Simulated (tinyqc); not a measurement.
Six-transistor SRAM cell, nodal equations and margins: one step of the calculation.

Two cross-coupled inverters (pull-down bn, pull-up bp) hold the nodes Q and QB; access transistors (ba, threshold VTn, gate on the word line at Vdd when selected) join them to the bit lines. Transistor (EKV form, voltages against the body): I = 2 n b Vt^2 [F(vp - Vs) - F(vp - Vd)] from drain to source, F(v) = ln^2(1 + exp(v/(2 Vt))), vp = (Vg - VT + sg |Vd - Vs|)/n. n-channel bodies are at 0; for the p-channel device all voltages are counted down from Vdd. b in uA/V^2 gives I in uA. For an access transistor the bit line is the drain and the node the source. In a read both bit lines are at Vdd. The cell is symmetric (no mismatch).

Problem. Node voltages in a read by Newton steps. F1 = In(gate QB, drain Q) - Ip(gate QB, drain Q) - Ia(bit line, Q), F2 the same with Q and QB exchanged; J by central differences with +/- 1e-6 V; solve J d = -F, limit each component to +/- 0.15 V and add.

Parameters, values chosen for the exercise: temperature T = 325 K; supply voltage Vdd = 0.6 V; slope factor n = 1.22; drain-induced barrier lowering sg = 0.113; n-channel threshold VTn = 0.42 V; p-channel threshold (magnitude) VTp = 0.27 V; gain factor of the pull-down transistor bn = 220 uA/V^2; gain factor of the access transistor ba = 110 uA/V^2; gain factor of the pull-up transistor bp = 66 uA/V^2.

Constants: q = 1.602176634e-19 C, kB = 1.380649e-23 J/K, Vt = kB T/q. Results are converted to the units shown.

(Q, QB) after iteration 1 (V): Q 0.04183418, QB 0.59999857

Find: F1, F2; J; (Q, QB) after iteration 2.

Solution.

F1, F2 (uA): [-0.3432, 0.0000]

J (uS):
```
,Q,QB
F1,50.80,9.43
F2,0.00,18.81
```

(Q, QB) after iteration 2 (V): Q 0.0486, QB 0.6000

Numbers from tinyqc (`OMP_NUM_THREADS=1 python tinyqc.py 2340018 2340019 out.jsonl`; about 0.1 s on one thread of a shared Intel Xeon 2.30GHz).
